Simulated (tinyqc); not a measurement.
Inside a calculation (part 2 of 2). Method: RHF in the sto-6g basis, for BeH2, spin multiplicity 1. Computed by tinyqc, a small Python program that keeps every step (integrals from PySCF). Command: `OMP_NUM_THREADS=1 python tinyqc.py 24945 24946 out.jsonl` (the two numbers bound the seeds that draw the settings). One thread of a shared host (Intel(R) Xeon(R) Processor @ 2.60GHz), about 0.1 s of CPU time with the checks.

Geometry (angstrom):
```
atom       x        y       z
Be    0.0000   0.0000  0.0000
H     0.0000   1.3340  0.0000
H     0.0000  -1.4170  0.0000
```

## Convergence

Stop when the energy changes by less than 1e-10 hartree and every element of the error matrix X^T (F D S - S D F) X is below 3e-06.

Course of the cycle:
```
iteration  E (hartree)     change  largest element of the error matrix
1           -15.204629          -                             6.46e-01
2           -15.715706  -5.11e-01                             5.68e-02
3           -15.718566  -2.86e-03                             5.32e-03
4           -15.718586  -2.03e-05                             7.05e-04
5           -15.718587  -4.21e-07                             7.68e-05
6           -15.718587  -7.80e-09                             1.57e-06
7           -15.718587  -3.33e-12                             1.26e-07
```

PySCF RHF in the same basis = -15.718587 hartree

Converged in 7 iterations.

## Populations, bond orders and dipole

D after iteration 7:
```
          1Be 1s   1Be 2s  1Be 2px  1Be 2py  1Be 2pz    2H 1s    3H 1s
1Be 1s    2.0682  -0.1942   0.0000  -0.0023   0.0000  -0.1748  -0.1703
1Be 2s   -0.1942   0.6277   0.0000  -0.0089   0.0000   0.4391   0.4514
1Be 2px   0.0000   0.0000   0.0000   0.0000   0.0000   0.0000   0.0000
1Be 2py  -0.0023  -0.0089   0.0000   0.4990   0.0000   0.4073  -0.4151
1Be 2pz   0.0000   0.0000   0.0000   0.0000   0.0000   0.0000   0.0000
2H 1s    -0.1748   0.4391   0.0000   0.4073   0.0000   0.6505  -0.0224
3H 1s    -0.1703   0.4514   0.0000  -0.4151   0.0000  -0.0224   0.6601
```

overlap S:
```
         1Be 1s  1Be 2s  1Be 2px  1Be 2py  1Be 2pz   2H 1s    3H 1s
1Be 1s   1.0000  0.2548   0.0000   0.0000   0.0000  0.0730   0.0608
1Be 2s   0.2548  1.0000   0.0000   0.0000   0.0000  0.4631   0.4300
1Be 2px  0.0000  0.0000   1.0000   0.0000   0.0000  0.0000   0.0000
1Be 2py  0.0000  0.0000   0.0000   1.0000   0.0000  0.5268  -0.5025
1Be 2pz  0.0000  0.0000   0.0000   0.0000   1.0000  0.0000   0.0000
2H 1s    0.0730  0.4631   0.0000   0.5268   0.0000  1.0000   0.0338
3H 1s    0.0608  0.4300   0.0000  -0.5025   0.0000  0.0338   1.0000
```

Mulliken: Z minus the diagonal of D S on the atom; Loewdin: the same with S^(1/2) D S^(1/2); Mayer order: 2 sum_s sum (D(s) S)_ij (D(s) S)_ji over the two atoms.

Charges (e):
```
atom  Mulliken  Loewdin
1Be     0.1066   0.0841
2H     -0.0548  -0.0424
3H     -0.0518  -0.0417
```

Mayer bond orders:
```
pair   order
2-1   0.9964
3-1   0.9967
3-2   0.0006
```

dipole moment about the origin, x y z (debye): 0.0000  0.0173  0.0000
